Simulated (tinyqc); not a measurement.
Band bending at a free surface with a continuum of surface states, surface photovoltage and Kelvin probe: two steps of the calculation.

n-type bulk, xi = Ec - EF = Vt ln(Nc/Nd), p0 = ni^2/Nd, ni = sqrt(Nc Nv) exp(-Eg/(2 Vt)), Eg in volts. b is the upward band bending, u = b/Vt. Space charge per area, in units of q: Qc = sign(b) sqrt((2 eps0 eps_r Vt/q) [(Nd + dn)(exp(-u) - 1) + Nd u + (p0 + dn)(exp(u) - 1)]), with dn the excess density under light (flat quasi-Fermi levels; 0 in the dark). The states hold -Ds (E0 - xi - b): negative while the Fermi level lies above the neutrality level. Neutrality: Qc + Qf + (charge of the states) = 0.

Inputs (values chosen for the exercise); band and dielectric values close to those of gallium nitride:
- T = 300 K (temperature)
- Eg = 3.34 eV (band gap)
- eps_r = 9.47 (relative permittivity)
- Nc = 2.28e18 cm^-3 (conduction-band density of states at T)
- Nv = 4.66e19 cm^-3 (valence-band density of states at T)
- Nd = 8.4e15 cm^-3 (donor density)
- Qf = 0 cm^-2 (fixed positive charge at the surface)
- Ds = 2.5e12 cm^-2 eV^-1 (density of surface states)
- E0 = 0.46 eV (depth of their neutrality level below the conduction edge)
- dn = 4.6e13 cm^-3 (excess carrier density under light)

Constants: q = 1.602176634e-19 C, kB = 1.380649e-23 J/K, Vt = kB T/q, eps0 = 8.8541878128e-14 F/cm where lengths are in cm. Results are converted to the units shown.

Problem 1. Band bending in the dark. Fixed-point step: b(new) = E0 - xi - (Qc(b) + Qf)/Ds.

b at the start = 0.25 V

Wanted: b after iteration 1.

Solution 1.

b after iteration 1 = 0.25898 V

Problem 2. Surface photovoltage. Under chopped light the surface charge keeps its dark value, so b falls to bL with Qc(bL, dn) = Qc(b, 0); the photovoltage is b - bL. Qc rises with b, so bL follows by bisection.

converged b = 0.25798781 V

Find: bL; photovoltage; share of b removed; excess holes at the surface, dn exp(bL/Vt).

Solution 2.

bL = 0.16717 V
photovoltage = 90.816 mV
share of b removed = 35.202 %
excess holes at the surface, dn exp(bL/Vt) = 2.9588e16 cm^-3

tinyqc, about 0.01 s, one thread, Intel Xeon 2.30GHz (shared host): `OMP_NUM_THREADS=1 python tinyqc.py 2430002 2430003 out.jsonl`
